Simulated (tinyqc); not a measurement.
Short-channel transistor, virtual-source model with series resistance: one step of the calculation.

The current per gate width is the charge at the top of the source barrier (the virtual source) times its velocity times a saturation function; al and be are fitting constants of the model. Units: I in uA/um, Rs in ohm um, so I Rs = 1e-6 I Rs in volts; Q in uC/cm^2, so I = 1e-4 Q vx0 Fsat with vx0 in cm/s.

Problem. Current through the series resistance. Intrinsic voltages Vg' = Vgs - I Rs, Vd' = Vds - 2 I Rs. n = n0 + nd Vd', VT = VT0 - dl Vd', Ff = 1/(1 + exp((Vg' - VT + al Vt/2)/(al Vt))), Q = Cinv n Vt ln(1 + exp((Vg' - VT + al Vt Ff)/(n Vt))), Vdsat = (vx0 L/mu)(1 - Ff) + Vt Ff, Fsat = u/(1 + u^be)^(1/be) with u = Vd'/Vdsat, and I(out) = Q vx0 Fsat per width. (Fsat takes the sign of u.) I(new) = I + 0.5 (I(out) - I).

Parameters, values chosen for the exercise:
- T = 400 K (temperature)
- Cinv = 3.86 uF/cm^2 (inversion capacitance)
- vx0 = 1.82e7 cm/s (velocity at the virtual source)
- mu = 420 cm^2/(V s) (apparent mobility)
- L = 65 nm (channel length)
- VT0 = 0.377 V (threshold at zero drain voltage)
- dl = 0.155 V/V (drain-induced barrier lowering)
- n0 = 1.38 (subthreshold factor)
- nd = 0.1 1/V (growth of n with drain voltage)
- al = 3.5 (threshold shift (in units of Vt) from weak to strong inversion)
- be = 1.4 (sharpness of saturation)
- Rs = 90 ohm um (series resistance of each contact)
- Vgs = 0.8 V (gate voltage)
- Vds = 0.4 V (drain voltage)

Constants: q = 1.602176634e-19 C, kB = 1.380649e-23 J/K, Vt = kB T/q. Results are converted to the units shown.

I after iteration 1 = 1218.9268 uA/um

Find: Vg'; Vd'; VT; Ff; Q; Vdsat; Fsat; I(out); I after iteration 2.

Solution.

Vg' = 0.6903 V
Vd' = 0.1806 V
VT = 0.3490 V
Ff = 0.03459
Q = 1.334 uC/cm^2
Vdsat = 0.2731 V
Fsat = 0.4812
I(out) = 1168 uA/um
I after iteration 2 = 1193 uA/um

Numbers from tinyqc (`OMP_NUM_THREADS=1 python tinyqc.py 2380065 2380066 out.jsonl`; about 0.01 s on one thread of a shared Intel Xeon 2.30GHz).
